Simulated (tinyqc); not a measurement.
Plasmons of a degenerate electron gas in the random-phase approximation, step by step. Values are carried at full precision from step to step, so a last printed digit may differ when a step is redone from the rounded ones.

Zero temperature, parabolic band: kF = (3 pi^2 n)^(1/3), EF = c kF^2/m, Ep^2 = 8 pi c e2 n/(m eb), qTF^2 = 6 pi e2 n/(eb EF), c = hbar^2/2m0, e2 = e^2/(4 pi eps0), n in 1/angstrom^3 (1e-24 per 1/cm^3).

Constants: hbar^2/2m0 = 3.80998211 eV angstrom^2; e^2/(4 pi eps0) = 14.39964547 eV angstrom; a0 (Bohr radius) = 0.5291772105 angstrom.

Parameters, chosen for this exercise (mass and background constant near those of InAs; polar phonons, which mix with the plasmon in the real crystal, and the rise of the mass with filling are left out; not measured data):
```
symbol  value    unit        meaning
n       7.9e+18  1/cm^3      electron density
m       0.0262   m0          mass
eb      12.3                 background dielectric constant
q       0.0891   1/angstrom  wave vector
E       213      meV         energy transfer
qp      0.013    1/angstrom  wave vector of the plasmon
```

## Scales of the gas

Also rs = (3/(4 pi n))^(1/3) m/(a0 eb).

kF = 0.061614 1/angstrom
EF = 552.06 meV
Ep = 183.85 meV
qTF = 0.017770 1/angstrom
hbar vF = 17.920 eV angstrom
rs = 0.125

Ep/EF = 0.333. With rs below 1 the random-phase approximation is within its range.

## The dielectric function at one point

Lindhard function: eps(q, E)/eb = 1 + (qTF/q)^2 (f1 + i f2) with z = q/(2 kF), u = E/(hbar vF q), hbar vF = 2 c kF/m; f1 = 1/2 + [h(z - u) + h(z + u)]/(8 z), h(x) = (1 - x^2) ln|(x + 1)/(x - 1)|; f2 = pi u/2 for z + u < 1, (pi/(8 z))(1 - (z - u)^2) for |z - u| < 1 < z + u, else 0. Pairs exist for c (q^2 - 2 q kF)/m < E < c (q^2 + 2 q kF)/m.

E in eV is E/1000. Give also the loss function Im(-eb/eps).

z, u: [0.7230, 0.1334]

f1, f2: [0.7707, 0.2095]

eps/eb = 1.031+0.008i
loss function = 0.008

The point lies inside the pair continuum, so eps has an imaginary part.

## The plasmon at one wave vector

Solve f1 (qTF/q)^2 = -1 above the continuum, and compare with E^2 = Ep^2 + (3/5)(hbar vF q)^2 + (c q^2/m)^2.

top of the continuum = 257.5 meV
plasmon energy = 271.2 meV
short formula = 258.8 meV

The plasmon lies 13.71 meV above the continuum and 47.5 % above Ep; the short formula errs by -4.60 %.

## Where Landau damping starts

Find qc at which the plasmon meets the top of the continuum, eps(qc, c (qc^2 + 2 qc kF)/m) = 0, and compare with Ep/(hbar vF).

qc = 0.01528 1/angstrom
qc/kF = 0.248
energy there = 307.7 meV
Ep/(hbar vF) = 0.01026 1/angstrom

The simple estimate is 0.672 times qc.

## Checks

- F-sum of the loss function at q = 1.3 qc over (pi/2) Ep^2 against 1: both 1.00.
- f1 at E = 0 and z = 0.6 against the static Lindhard function: both 0.86968.

Run: tinyqc, `OMP_NUM_THREADS=1 python tinyqc.py 1650219 1650220 out.jsonl`; Intel(R) Xeon(R) Processor @ 2.30GHz, one thread, shared host; about 0.01 s of CPU time with all checks.
